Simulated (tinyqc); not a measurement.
Length offset and series resistance from crossing lines.

Inverse problem. R_total = Rs + k (L - dL)/Vo with constant Rs, dL and k. Find k, dL and Rs.

R_total at (L, Vo) = (90, 0.41), (180, 0.41), (90, 0.85) and (180, 0.85), L in nm and Vo in V (ohm um): 369.90244  655.26829  261.24706  398.89412

Solution. At each overdrive R is a straight line in L with slope k/Vo; the two lines cross at L = dL, R = Rs.

k = 1.30 ohm um V/nm
dL = 23.8 nm
Rs = 160 ohm um

Numbers from tinyqc (`OMP_NUM_THREADS=1 python tinyqc.py 2282111 2282112 out.jsonl`; about 0.03 s on one thread of a shared Intel Xeon 2.30GHz).
